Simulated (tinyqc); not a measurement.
Nanosheet or nanowire with hard walls, valleys of the Si type: one step. One-dimensional subbands. Two cases, with inputs chosen for the exercise.

Question. The ten lowest levels of all groups together, numbered within each group.

Hard walls around a W x H rectangle. The block w_c of w in (y, z) confines; the transport mass follows from 1/m_x = w_xx - w_xc w_c^-1 w_cx. The cross-section problem c (w_yy ky^2 + 2 w_yz ky kz + w_zz kz^2), c = hbar^2/2m0, is solved in products sin(n pi y/W) sin(l pi z/H), n, l = 1 to 12; if w_yz = 0 the levels are c pi^2 (w_yy n^2/W^2 + w_zz l^2/H^2). The w_yz term couples (n, l) to (n', l') by -2 c w_yz D_nn'(W) D_ll'(H) with D_nm(L) = 4 n m/(L (n^2 - m^2)) for n + m odd and 0 otherwise.

Constants: hbar^2/2m0 = 3.80998211 eV angstrom^2.

Give: Subbands.

Case 1.

Values chosen (out of a larger set: near those of Si; not measured data): W = 190 angstrom (width, along y); H = 34 angstrom (height, along z = [001]).

Valleys:

| group | valleys g | w_yy | w_zz | \|w_yz\| | m_x (m0) |
|---|---|---|---|---|---|
| A | 2 | 5.291005 | 1.082251 | 0.000000 | 0.189000 |
| B | 4 | 3.186628 | 5.291005 | 0.000000 | 0.556500 |

Answer.

Subbands:

| label | valleys g | m_x (m0) | E (eV) |
|---|---|---|---|
| A1 | 2 | 0.1890 | 0.0407 |
| A2 | 2 | 0.1890 | 0.0572 |
| A3 | 2 | 0.1890 | 0.0848 |
| A4 | 2 | 0.1890 | 0.1234 |
| A5 | 2 | 0.1890 | 0.1463 |
| A6 | 2 | 0.1890 | 0.1629 |
| A7 | 2 | 0.1890 | 0.1730 |
| B1 | 4 | 0.5565 | 0.1754 |
| B2 | 4 | 0.5565 | 0.1854 |
| A8 | 2 | 0.1890 | 0.1904 |

The lowest subband is A1; the number of further ones in the list within kB T = 25.9 meV of it at 300 K is 1.

Case 2.

Values chosen (out of a larger set: near those of Si; not measured data): W = 150 angstrom (width, along y); H = 70 angstrom (height, along z = [001]).

Valleys:

| group | valleys g | w_yy | w_zz | \|w_yz\| | m_x (m0) |
|---|---|---|---|---|---|
| A | 2 | 5.208333 | 1.112347 | 0.000000 | 0.192000 |
| B | 2 | 1.112347 | 5.208333 | 0.000000 | 0.192000 |
| C | 2 | 5.208333 | 5.208333 | 0.000000 | 0.899000 |

Answer.

Subbands:

| label | valleys g | m_x (m0) | E (eV) |
|---|---|---|---|
| A1 | 2 | 0.1920 | 0.0172 |
| B1 | 2 | 0.1920 | 0.0418 |
| A2 | 2 | 0.1920 | 0.0428 |
| A3 | 2 | 0.1920 | 0.0434 |
| B2 | 2 | 0.1920 | 0.0474 |
| C1 | 2 | 0.8990 | 0.0487 |
| B3 | 2 | 0.1920 | 0.0567 |
| A4 | 2 | 0.1920 | 0.0690 |
| B4 | 2 | 0.1920 | 0.0697 |
| C2 | 2 | 0.8990 | 0.0748 |

The lowest subband is A1; the number of further ones in the list within kB T = 25.9 meV of it at 300 K is 2.

Computed by tinyqc, one run a case: `OMP_NUM_THREADS=1 python tinyqc.py N N+1 out.jsonl` with N = 1280084, 1280926; one thread of a shared Intel(R) Xeon(R) Processor @ 2.30GHz, about 0.04 s a run at most.
